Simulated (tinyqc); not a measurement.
UKS/PBE0 in the 6-31g basis, for H2-, spin multiplicity 2, step by step. The basis has no diffuse functions, so it cannot describe the extra electron: this is an exercise in the method, not the real anion. Computed by tinyqc, a small Python program that keeps every step (integrals from PySCF). Settings: charge = -1, multiplicity = 2, basis = 6-31g, energy threshold = 1e-10, iteration cap = 71, orthogonalisation = symmetric, start = Wolfsberg-Helmholz matrix, DIIS depth = 8, shift = 0.2, method = UKS, functional = pbe0, grid = [40, 86]. Command: `OMP_NUM_THREADS=1 python tinyqc.py 30824 30825 out.jsonl` (the two numbers bound the seeds that draw the settings). One thread of a shared host (Intel(R) Xeon(R) Processor @ 2.60GHz), about 1 s of CPU time with the checks. Later iterations appear only in the table of the cycle.

## One-electron integrals

Geometry (angstrom):
```
atom         x         y         z
H     0.000000  0.000000  0.000000
H     0.000000  0.000000  1.268000
```

Basis 6-31g: exponents (1/bohr^2) and contraction coefficients of normalised primitives:
```
element  l (shell)   exponent  coefficient
H            s (1)  18.731137     0.033495
H            s (1)   2.825394     0.234727
H            s (1)   0.640122     0.813757
H            s (2)   0.161278     1.000000
```

Overlap, kinetic and nuclear-attraction integrals over the contracted functions; the nuclear repulsion is the sum of Za Zb / Rab.

nuclear repulsion = 0.41733219 hartree

overlap S, lower triangle:
```
          1H 1s     1H 2s     2H 1s     2H 2s
1H 1s  1.000000
1H 2s  0.658292  1.000000
2H 1s  0.118815  0.309645  1.000000
2H 2s  0.309645  0.629393  0.658292  1.000000
```

kinetic energy T (hartree), lower triangle:
```
           1H 1s     1H 2s     2H 1s     2H 2s
1H 1s   1.395678
1H 2s   0.259735  0.241917
2H 1s  -0.044328  0.060486  1.395678
2H 2s   0.060486  0.105263  0.259735  0.241917
```

nuclear attraction V (hartree), lower triangle:
```
           1H 1s      1H 2s      2H 1s      2H 2s
1H 1s  -2.070528
1H 2s  -1.016448  -1.035530
2H 1s  -0.196990  -0.484308  -2.070528
2H 2s  -0.484308  -0.697741  -1.016448  -1.035530
```

core Hamiltonian H = T + V (hartree), lower triangle:
```
           1H 1s      1H 2s      2H 1s      2H 2s
1H 1s  -0.674850
1H 2s  -0.756713  -0.793613
2H 1s  -0.241318  -0.423822  -0.674850
2H 2s  -0.423822  -0.592478  -0.756713  -0.793613
```

## Two-electron integrals

Functions are numbered as in S; the eight-fold symmetry (ij|kl) = (ji|kl) = (kl|ij) leaves the list below.

Two-electron integrals (ij|kl) in chemists' order, unique and non-zero (hartree):
```
(11|11) 1.076566   (21|11) 0.578470   (21|21) 0.329423   (22|11) 0.587396
(22|21) 0.361304   (22|22) 0.453150   (31|11) 0.086048   (31|21) 0.051462
(31|22) 0.060692   (31|31) 0.012830   (32|11) 0.152355   (32|21) 0.097046
(32|22) 0.129831   (32|31) 0.027286   (32|32) 0.071920   (33|11) 0.415935
(33|21) 0.271422   (33|22) 0.384657   (33|31) 0.086048   (33|32) 0.260602
(33|33) 1.076566   (41|11) 0.260602   (41|21) 0.149883   (41|22) 0.166994
(41|31) 0.027286   (41|32) 0.053076   (41|33) 0.152355   (41|41) 0.071920
(42|11) 0.326757   (42|21) 0.203997   (42|22) 0.264649   (42|31) 0.042890
(42|32) 0.101987   (42|33) 0.326757   (42|41) 0.101987   (42|42) 0.179509
(43|11) 0.271422   (43|21) 0.176049   (43|22) 0.247261   (43|31) 0.051462
(43|32) 0.149883   (43|33) 0.578470   (43|41) 0.097046   (43|42) 0.203997
(43|43) 0.329423   (44|11) 0.384657   (44|21) 0.247261   (44|22) 0.344904
(44|31) 0.060692   (44|32) 0.166994   (44|33) 0.587396   (44|41) 0.129831
(44|42) 0.264649   (44|43) 0.361304   (44|44) 0.453150
```

## Orthogonalisation

S = U s U^T; symmetric (Loewdin) form X = U s^(-1/2) U^T, so that X^T S X = 1.

eigenvalues of S: 0.193777  0.373067  1.058016  2.375141

X, lower triangle:
```
           1H 1s      1H 2s      2H 1s     2H 2s
1H 1s   1.253576
1H 2s  -0.501035   1.511409
2H 1s   0.015493   0.023199   1.253576
2H 2s   0.023199  -0.494393  -0.501035  1.511409
```

## Starting guess

The start is the generalised Wolfsberg-Helmholz matrix (K = 1.75) built on H; D(s) = C_occ C_occ^T for each spin.

D(alpha) at the start, lower triangle:
```
           1H 1s      1H 2s     2H 1s     2H 2s
1H 1s   0.404771
1H 2s   0.286824   0.285921
2H 1s  -0.319493  -0.114078  0.404771
2H 2s  -0.114078   0.064010  0.286824  0.285921
```

D(beta) at the start, lower triangle:
```
          1H 1s     1H 2s     2H 1s     2H 2s
1H 1s  0.042639
1H 2s  0.086373  0.174965
2H 1s  0.042639  0.086373  0.042639
2H 2s  0.086373  0.174965  0.086373  0.174965
```

## Iteration 1: exchange-correlation on the grid

Becke grid with 40 radial and 86 angular points per atom, points of zero weight dropped. rho = sum D_ij phi_i phi_j; V_xc,ij = sum w v_xc phi_i phi_j plus the gradient terms; v_xc is d(rho eps)/d rho(s) for spin s at fixed gradient. Exact exchange is left to K.

The 16 grid points with the largest w rho, of 6856 (bohr, atomic units):
```
x                  y         z         w  rho(alpha)  rho(beta)     eps_xc  v_xc(alpha)
0.000000    1.233635  0.497858  0.045257    0.023154   0.014777  -0.235864    -0.295472
0.000000   -1.233635  0.497858  0.045257    0.023154   0.014777  -0.235864    -0.295472
1.233635    0.000000  0.497858  0.045257    0.023154   0.014777  -0.235864    -0.295472
-1.233635   0.000000  0.497858  0.045257    0.023154   0.014777  -0.235864    -0.295472
0.000000    1.233635  1.898314  0.045257    0.023154   0.014777  -0.235864    -0.295472
0.000000   -1.233635  1.898314  0.045257    0.023154   0.014777  -0.235864    -0.295472
-1.233635   0.000000  1.898314  0.045257    0.023154   0.014777  -0.235864    -0.295472
1.233635    0.000000  1.898314  0.045257    0.023154   0.014777  -0.235864    -0.295472
-0.768053  -0.768053  0.768053  0.041613    0.023171   0.017804  -0.239319    -0.302269
0.768053   -0.768053  0.768053  0.041613    0.023171   0.017804  -0.239319    -0.302269
-0.768053   0.768053  0.768053  0.041613    0.023171   0.017804  -0.239319    -0.302269
0.768053    0.768053  0.768053  0.041613    0.023171   0.017804  -0.239319    -0.302269
-0.768053   0.768053  1.628119  0.041613    0.023171   0.017804  -0.239319    -0.302269
0.768053    0.768053  1.628119  0.041613    0.023171   0.017804  -0.239319    -0.302269
0.768053   -0.768053  1.628119  0.041613    0.023171   0.017804  -0.239319    -0.302269
-0.768053  -0.768053  1.628119  0.041613    0.023171   0.017804  -0.239319    -0.302269
```

electrons on the grid, sum of w rho = 2.999942

E_xc = sum of w rho eps_xc = -0.79272152 hartree

V_xc(alpha) (hartree), lower triangle:
```
           1H 1s      1H 2s      2H 1s      2H 2s
1H 1s  -0.467765
1H 2s  -0.248535  -0.250400
2H 1s  -0.045173  -0.115589  -0.467765
2H 2s  -0.115589  -0.167056  -0.248535  -0.250400
```

V_xc(beta) (hartree), lower triangle:
```
           1H 1s      1H 2s      2H 1s      2H 2s
1H 1s  -0.376688
1H 2s  -0.209605  -0.223793
2H 1s  -0.042338  -0.101705  -0.376688
2H 2s  -0.101705  -0.152960  -0.209605  -0.223793
```

## Iteration 1: building the Kohn-Sham matrix

J_ij = sum D_kl (ij|kl) with D = D(alpha) + D(beta), K_ij = sum D_kl (ik|jl) for each spin; F = H + J - 0.25 K(s) + V_xc; E = tr D H + tr D J / 2 - 0.125 sum_s tr D(s) K(s) + E_xc + E_nn.

Coulomb J (hartree), lower triangle:
```
          1H 1s     1H 2s     2H 1s     2H 2s
1H 1s  1.835768
1H 2s  1.093335  1.333385
2H 1s  0.220134  0.532580  1.835768
2H 2s  0.532580  0.891604  1.093335  1.333385
```

exchange K(alpha) (hartree), lower triangle:
```
          1H 1s     1H 2s     2H 1s     2H 2s
1H 1s  0.796206
1H 2s  0.554409  0.504813
2H 1s  0.051600  0.253576  0.796206
2H 2s  0.253576  0.366173  0.554409  0.504813
```

exchange K(beta) (hartree), lower triangle:
```
          1H 1s     1H 2s     2H 1s     2H 2s
1H 1s  0.335009
1H 2s  0.322760  0.366390
2H 1s  0.186478  0.258697  0.335009
2H 2s  0.258697  0.331333  0.322760  0.366390
```

F(alpha) (hartree), lower triangle:
```
           1H 1s      1H 2s      2H 1s     2H 2s
1H 1s   0.494102
1H 2s  -0.050516   0.163169
2H 1s  -0.079256  -0.070225   0.494102
2H 2s  -0.070225   0.040527  -0.050516  0.163169
```

F(beta) (hartree), lower triangle:
```
           1H 1s      1H 2s     2H 1s     2H 2s
1H 1s   0.700478
1H 2s   0.046326   0.224381
2H 1s  -0.110141  -0.057622  0.700478
2H 2s  -0.057622   0.063333  0.046326  0.224381
```

total energy of this density = -0.81306303 hartree

## Iteration 1: diagonalisation and new density

A level shift of 0.2 hartree raises the virtual space: F + shift (S - S D(s) S), with D(s) the density of one spin. Diagonalise F' = X^T F X, C = X C', fill 2 alpha and 1 beta electrons from the bottom; D(s) = C_occ C_occ^T. Each column has its largest component positive (the first on a tie).

F' = X^T F X (alpha) (hartree), lower triangle:
```
           1          2          3         4
1   0.965983
2  -0.577309   0.624199
3   0.035542  -0.048101   0.965983
4  -0.048101  -0.141894  -0.577309  0.624199
```

orbital energies (alpha) (hartree): MO1 0.064762, MO2 0.312717, MO3 1.383816, MO4 1.419068

coefficients C (alpha):
```
            MO1        MO2        MO3        MO4
1H 1s  0.217258   0.288063  -0.906011   0.933933
1H 2s  0.410484   0.835927   1.204267  -0.680314
2H 1s  0.217258  -0.288063   0.906011   0.933933
2H 2s  0.410484  -0.835927  -1.204267  -0.680314
```

F' = X^T F X (beta) (hartree), lower triangle:
```
           1          2          3         4
1   1.261245
2  -0.507591   0.677505
3  -0.090638  -0.098823   1.261245
4  -0.098823  -0.174602  -0.507591  0.677505
```

orbital energies (beta) (hartree): MO1 0.144516, MO2 0.622898, MO3 1.528994, MO4 1.581094

coefficients C (beta):
```
            MO1        MO2        MO3        MO4
1H 1s  0.165686   0.104850   0.944447  -0.944903
1H 2s  0.447194   1.055801  -0.656766   1.017014
2H 1s  0.165686  -0.104850   0.944447   0.944903
2H 2s  0.447194  -1.055801  -0.656766  -1.017014
```

D(alpha) after iteration 1, lower triangle:
```
           1H 1s      1H 2s     2H 1s     2H 2s
1H 1s   0.130181
1H 2s   0.329981   0.867271
2H 1s  -0.035779  -0.151619  0.130181
2H 2s  -0.151619  -0.530278  0.329981  0.867271
```

D(beta) after iteration 1, lower triangle:
```
          1H 1s     1H 2s     2H 1s     2H 2s
1H 1s  0.027452
1H 2s  0.074094  0.199983
2H 1s  0.027452  0.074094  0.027452
2H 2s  0.074094  0.199983  0.074094  0.199983
```

## Iteration 2: exchange-correlation on the grid

As before.

The 16 grid points with the largest w rho, of 6856 (bohr, atomic units):
```
x                  y          z         w  rho(alpha)  rho(beta)     eps_xc  v_xc(alpha)
0.000000   -0.646924  -1.603003  0.097238    0.014287   0.004358  -0.195860    -0.246149
0.646924    0.000000  -1.603003  0.097238    0.014287   0.004358  -0.195860    -0.246149
0.000000    0.646924  -1.603003  0.097238    0.014287   0.004358  -0.195860    -0.246149
-0.646924   0.000000  -1.603003  0.097238    0.014287   0.004358  -0.195860    -0.246149
0.000000    0.646924   3.999176  0.097238    0.014287   0.004358  -0.195860    -0.246149
0.646924    0.000000   3.999176  0.097238    0.014287   0.004358  -0.195860    -0.246149
0.000000   -0.646924   3.999176  0.097238    0.014287   0.004358  -0.195860    -0.246149
-0.646924   0.000000   3.999176  0.097238    0.014287   0.004358  -0.195860    -0.246149
-0.326819   1.200275  -1.200275  0.097766    0.013765   0.004640  -0.194444    -0.243916
1.200275    0.326819  -1.200275  0.097766    0.013765   0.004640  -0.194444    -0.243916
1.200275   -0.326819  -1.200275  0.097766    0.013765   0.004640  -0.194444    -0.243916
-0.326819  -1.200275  -1.200275  0.097766    0.013765   0.004640  -0.194444    -0.243916
-1.200275   0.326819  -1.200275  0.097766    0.013765   0.004640  -0.194444    -0.243916
-1.200275  -0.326819  -1.200275  0.097766    0.013765   0.004640  -0.194444    -0.243916
0.326819    1.200275  -1.200275  0.097766    0.013765   0.004640  -0.194444    -0.243916
0.326819   -1.200275  -1.200275  0.097766    0.013765   0.004640  -0.194444    -0.243916
```

electrons on the grid, sum of w rho = 2.999970

E_xc = sum of w rho eps_xc = -0.68520596 hartree

V_xc(alpha) (hartree), lower triangle:
```
           1H 1s      1H 2s      2H 1s      2H 2s
1H 1s  -0.421931
1H 2s  -0.236206  -0.256110
2H 1s  -0.042803  -0.109416  -0.421931
2H 2s  -0.109416  -0.166918  -0.236206  -0.256110
```

V_xc(beta) (hartree), lower triangle:
```
           1H 1s      1H 2s      2H 1s      2H 2s
1H 1s  -0.358101
1H 2s  -0.205262  -0.228569
2H 1s  -0.041229  -0.099541  -0.358101
2H 2s  -0.099541  -0.154832  -0.205262  -0.228569
```

## Iteration 2: building the Kohn-Sham matrix

As before.

Coulomb J (hartree), lower triangle:
```
          1H 1s     1H 2s     2H 1s     2H 2s
1H 1s  1.678221
1H 2s  1.018060  1.274907
2H 1s  0.202844  0.494232  1.678221
2H 2s  0.494232  0.846707  1.018060  1.274907
```

exchange K(alpha) (hartree), lower triangle:
```
          1H 1s     1H 2s     2H 1s     2H 2s
1H 1s  0.629923
1H 2s  0.514653  0.517840
2H 1s  0.097825  0.241169  0.629923
2H 2s  0.241169  0.350721  0.514653  0.517840
```

exchange K(beta) (hartree), lower triangle:
```
          1H 1s     1H 2s     2H 1s     2H 2s
1H 1s  0.310849
1H 2s  0.311110  0.366840
2H 1s  0.175598  0.250425  0.310849
2H 2s  0.250425  0.331973  0.311110  0.366840
```

F(alpha) (hartree), lower triangle:
```
           1H 1s      1H 2s      2H 1s     2H 2s
1H 1s   0.423959
1H 2s  -0.103523   0.095724
2H 1s  -0.105733  -0.099299   0.423959
2H 2s  -0.099299  -0.000368  -0.103523  0.095724
```

F(beta) (hartree), lower triangle:
```
           1H 1s      1H 2s      2H 1s     2H 2s
1H 1s   0.567557
1H 2s  -0.021693   0.161016
2H 1s  -0.123602  -0.091737   0.567557
2H 2s  -0.091737   0.016405  -0.021693  0.161016
```

total energy of this density = -0.99201103 hartree

## Iteration 2: DIIS over 2 matrices

error matrix X^T (FDS - SDF) X (alpha):
```
           1          2          3          4
1   0.000000   0.029939   0.000000  -0.049611
2  -0.029939   0.000000   0.049611   0.000000
3   0.000000  -0.049611   0.000000   0.029939
4   0.049611   0.000000  -0.029939   0.000000
```

B (overlaps of the stored error matrices):
```
               1              2
1  2.7713437e-01  5.4643640e-02
2  5.4643640e-02  1.6081192e-02
```

Minimise |sum c_i e_i|^2 with sum c_i = 1: solve [B -1; -1 0][c; lambda] = [0; -1] with B_ij = tr e_i^T e_j summed over both spins, and take F = sum c_i F_i.

DIIS coefficients: -0.209660  1.209660

extrapolated F(alpha) (hartree), lower triangle:
```
           1H 1s      1H 2s      2H 1s     2H 2s
1H 1s   0.409253
1H 2s  -0.114637   0.081583
2H 1s  -0.111284  -0.105394   0.409253
2H 2s  -0.105394  -0.008942  -0.114637  0.081583
```

extrapolated F(beta) (hartree), lower triangle:
```
           1H 1s      1H 2s      2H 1s     2H 2s
1H 1s   0.539689
1H 2s  -0.035954   0.147731
2H 1s  -0.126425  -0.098890   0.539689
2H 2s  -0.098890   0.006566  -0.035954  0.147731
```

## Iteration 2: diagonalisation and new density

As before.

F' = X^T F X (alpha) (hartree), lower triangle:
```
           1          2          3         4
1   0.925898
2  -0.599963   0.515020
3  -0.024227  -0.042613   0.925898
4  -0.042613  -0.096335  -0.599963  0.515020
```

orbital energies (alpha) (hartree): MO1 -0.026278, MO2 0.198220, MO3 1.346635, MO4 1.363260

coefficients C (alpha):
```
            MO1        MO2        MO3        MO4
1H 1s  0.233089   0.223529   0.930109  -0.924051
1H 2s  0.398870   0.918678  -0.687188   1.142394
2H 1s  0.233089  -0.223529   0.930109   0.924051
2H 2s  0.398870  -0.918678  -0.687188  -1.142394
```

F' = X^T F X (beta) (hartree), lower triangle:
```
           1          2          3         4
1   1.095364
2  -0.512603   0.627715
3  -0.082787  -0.105415   1.095364
4  -0.105415  -0.190933  -0.512603  0.627715
```

orbital energies (beta) (hartree): MO1 0.042895, MO2 0.553301, MO3 1.406465, MO4 1.443498

coefficients C (beta):
```
            MO1        MO2        MO3        MO4
1H 1s  0.197370   0.167401   0.938338  -0.935849
1H 2s  0.424843   0.985894  -0.671441   1.084917
2H 1s  0.197370  -0.167401   0.938338   0.935849
2H 2s  0.424843  -0.985894  -0.671441  -1.084917
```

D(alpha) after iteration 2, lower triangle:
```
           1H 1s      1H 2s     2H 1s     2H 2s
1H 1s   0.104296
1H 2s   0.298324   1.003066
2H 1s   0.004365  -0.112379  0.104296
2H 2s  -0.112379  -0.684871  0.298324  1.003066
```

D(beta) after iteration 2, lower triangle:
```
          1H 1s     1H 2s     2H 1s     2H 2s
1H 1s  0.038955
1H 2s  0.083851  0.180491
2H 1s  0.038955  0.083851  0.038955
2H 2s  0.083851  0.180491  0.083851  0.180491
```

## Iteration 10 (converged): orbitals

converged F(alpha) (hartree), lower triangle:
```
           1H 1s      1H 2s      2H 1s     2H 2s
1H 1s   0.428175
1H 2s  -0.105049   0.088641
2H 1s  -0.111509  -0.102464   0.428175
2H 2s  -0.102464  -0.004370  -0.105049  0.088641
```

converged F(beta) (hartree), lower triangle:
```
           1H 1s      1H 2s      2H 1s     2H 2s
1H 1s   0.537727
1H 2s  -0.035213   0.154036
2H 1s  -0.128630  -0.099017   0.537727
2H 2s  -0.099017   0.011226  -0.035213  0.154036
```

Diagonalise F' = X^T F X, C = X C', fill 2 alpha and 1 beta electrons from the bottom; D(s) = C_occ C_occ^T. Each column has its largest component positive (the first on a tie).

F' = X^T F X (alpha) (hartree), lower triangle:
```
           1          2          3         4
1   0.818546
2  -0.501702   0.444557
3  -0.037627  -0.046489   0.818546
4  -0.046489  -0.083402  -0.501702  0.444557
```

orbital energies (alpha) (hartree): MO1 -0.015959, MO2 0.208176, MO3 1.158033, MO4 1.175956

coefficients C (alpha):
```
            MO1        MO2        MO3        MO4
1H 1s  0.230225   0.199914   0.930822  -0.929446
1H 2s  0.400984   0.947485  -0.685956   1.118617
2H 1s  0.230225  -0.199914   0.930822   0.929446
2H 2s  0.400984  -0.947485  -0.685956  -1.118617
```

F' = X^T F X (beta) (hartree), lower triangle:
```
           1          2          3         4
1   0.918624
2  -0.469484   0.509157
3  -0.059226  -0.062803   0.918624
4  -0.062803  -0.114352  -0.469484  0.509157
```

orbital energies (beta) (hartree): MO1 0.046334, MO2 0.357081, MO3 1.207868, MO4 1.244277

coefficients C (beta):
```
            MO1        MO2        MO3        MO4
1H 1s  0.208826   0.169675   0.935855  -0.935439
1H 2s  0.416603   0.983254  -0.676584   1.087310
2H 1s  0.208826  -0.169675   0.935855   0.935439
2H 2s  0.416603  -0.983254  -0.676584  -1.087310
```

D(alpha) after iteration 10, lower triangle:
```
           1H 1s      1H 2s     2H 1s     2H 2s
1H 1s   0.092969
1H 2s   0.281732   1.058516
2H 1s   0.013038  -0.097099  0.092969
2H 2s  -0.097099  -0.736940  0.281732  1.058516
```

D(beta) after iteration 10, lower triangle:
```
          1H 1s     1H 2s     2H 1s     2H 2s
1H 1s  0.043608
1H 2s  0.086997  0.173558
2H 1s  0.043608  0.086997  0.043608
2H 2s  0.086997  0.173558  0.086997  0.173558
```

## Convergence

Stop when the energy changes by less than 1e-10 hartree and every element of the error matrix X^T (F D S - S D F) X (for each spin) is below 3e-06.

Course of the cycle:
```
iteration  E (hartree)     change  largest element of the error matrix
1          -0.81306303          -                             1.91e-01
2          -0.99201103  -1.79e-01                             4.96e-02
3          -1.00096565  -8.95e-03                             1.17e-02
4          -1.00159649  -6.31e-04                             2.71e-03
5          -1.00162440  -2.79e-05                             4.37e-04
6          -1.00162516  -7.61e-07                             6.78e-05
7          -1.00162519  -2.11e-08                             8.67e-06
8          -1.00162519  -6.23e-10                             4.34e-06
9          -1.00162519  -3.83e-11                             3.05e-06
10         -1.00162519  -3.86e-11                             2.83e-07
```

PySCF UKS in the same basis, fine grid, after a stability check = -1.00162757 hartree

Converged in 10 iterations. The coarse grid moves the energy by +2.39e-06 hartree.

## Populations, bond orders and dipole

Mulliken: Z minus the diagonal of D S on the atom; Loewdin: the same with S^(1/2) D S^(1/2); Mayer order: 2 sum_s sum (D(s) S)_ij (D(s) S)_ji over the two atoms.

Charges (e):
```
atom   Mulliken    Loewdin  Mulliken spin
1H    -0.500000  -0.500000       0.500000
2H    -0.500000  -0.500000       0.500000
```

Mayer bond orders:
```
pair     order
2-1   0.405045
```

dipole moment about the origin, x y z (debye): 0.000000  0.000000  -3.045232

<S^2> of the determinant (pure state: 0.75) = 0.750526
